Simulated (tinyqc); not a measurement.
Implant damage, amorphisation by cascade overlap, and solid-phase epitaxial regrowth: one step, computed by the program tinyqc. Command: `OMP_NUM_THREADS=1 python tinyqc.py 3112876 3112877 out.jsonl sper walk`. One thread of a shared host (Intel(R) Xeon(R) Processor @ 2.30GHz), about 0.01 s of CPU time with the checks.

Range and width of the damage are inputs. Dynamic annealing enters only through the surviving share f.

Question. Overlap model. Gibbons model: a point turns amorphous after n + 1 hits; with y = A_i Q the amorphous share is 1 - exp(-y) sum_(k=0..n) y^k/k!. Doses are set by y.

Inputs (values chosen for the exercise, modelled on germanium ions in silicon): overlaps needed n = 1; area amorphised by one track A_i = 3.5 nm^2.

Give: the table «Amorphous share» with the columns Q (1/cm^2), direct impact (n = 0), given n, for y = 0.1, 0.3, 0.6, 1.0, 2.0, 3.0, 5.0, 8.0.

Answer.

Amorphous share:
```
y    Q (1/cm^2)  direct impact (n = 0)  given n
0.1   2.857e+12                 0.0952   0.0047
0.3   8.571e+12                 0.2592   0.0369
0.6   1.714e+13                 0.4512   0.1219
1.0   2.857e+13                 0.6321   0.2642
2.0   5.714e+13                 0.8647   0.5940
3.0   8.571e+13                 0.9502   0.8009
5.0   1.429e+14                 0.9933   0.9596
8.0   2.286e+14                 0.9997   0.9970
```

At small y the share grows as y^2; between the first rows the exponent is 1.88.
